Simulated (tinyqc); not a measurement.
Metal gate on a two-layer dielectric stack with fixed charge and a dipole: two steps of the calculation.

Gate, layer 2, layer 1, p-type semiconductor; x runs from the gate inwards. Charges are counted in units of +q. psi is the band bending at the surface, positive towards inversion. Classical charge, Boltzmann statistics, no interface traps.

Parameters, values chosen for the exercise; band and dielectric values close to those of silicon, layer 1 close to silicon dioxide, layer 2 close to aluminium oxide:
```
symbol,value,unit,meaning
T,350,K,temperature
Eg,1.11,eV,band gap
eps_r,11.7,,relative permittivity
Nc,3.48e19,cm^-3,conduction-band density of states at T
Nv,3.36e19,cm^-3,valence-band density of states at T
chi,4.07,eV,electron affinity
Na,2e17,cm^-3,acceptor density
pM,5.03,eV,work function of the gate metal
t1,0.6,nm,"thickness of layer 1, next to the semiconductor"
e1,3.84,,relative permittivity of layer 1
t2,2,nm,"thickness of layer 2, next to the gate"
e2,8.94,,relative permittivity of layer 2
Q1,2.4e11,cm^-2,fixed charge at the semiconductor interface
Q2,2.1e12,cm^-2,fixed charge between the layers
r1,8.9e18,cm^-3,uniform charge density in layer 1
r2,0,cm^-3,uniform charge density in layer 2
Vd,0.08,V,flat-band shift by a dipole layer between the layers
ps,0.57,V,band bending psi of the working point
```

Constants: q = 1.602176634e-19 C, kB = 1.380649e-23 J/K, Vt = kB T/q, eps0 = 8.8541878128e-14 F/cm where lengths are in cm. Results are converted to the units shown.

Problem 1. Charge in the semiconductor. ni = sqrt(Nc Nv) exp(-Eg/(2 Vt)), Eg in volts. Qs = -sign(psi) sqrt(2 q eps0 eps_r Na Vt [exp(-u) + u - 1 + (ni/Na)^2 (exp(u) - u - 1)]), u = psi/Vt.

Find: Qs.

Solution 1.

Qs = -0.1893 uC/cm^2

The surface is depleted or weakly inverted.

Problem 2. Fields and voltage drops. EOT = 3.9 (t1/e1 + t2/e2), Cox = eps0/(t1/e1 + t2/e2); phi_ms = pM - (chi + Eg - Vt ln(Nv/Na)).

Gauss: D = -Qs just inside the semiconductor; going towards the gate subtract q Q1, then q r1 t1, q Q2 and q r2 t2. Field = D/(eps0 e); the drop over a layer is its mean field times its thickness; Vg = phi_ms + Vd + psi + both drops.

Qs = -0.18931747 uC/cm^2

Find: D; field; drop over layer 2; drop over layer 1; Vg.

Solution 2.

```
place                        D (uC/cm^2)  field (MV/cm)
layer 2, gate side               -0.2711        -0.3425
layer 2, inner side              -0.2711        -0.3425
layer 1, outer side               0.0653         0.1921
layer 1, semiconductor side       0.1509         0.4437
semiconductor surface             0.1893         0.1827
```

drop over layer 2 = -0.06851 V
drop over layer 1 = 0.01907 V
Vg = 0.6051 V

The same Vg follows from Vfb + psi - Qs/Cox. The largest field, 0.444 MV/cm in size, is at: layer 1, semiconductor side.

tinyqc, about 0.01 s, one thread, Intel Xeon 2.30GHz (shared host): `OMP_NUM_THREADS=1 python tinyqc.py 2010042 2010043 out.jsonl`
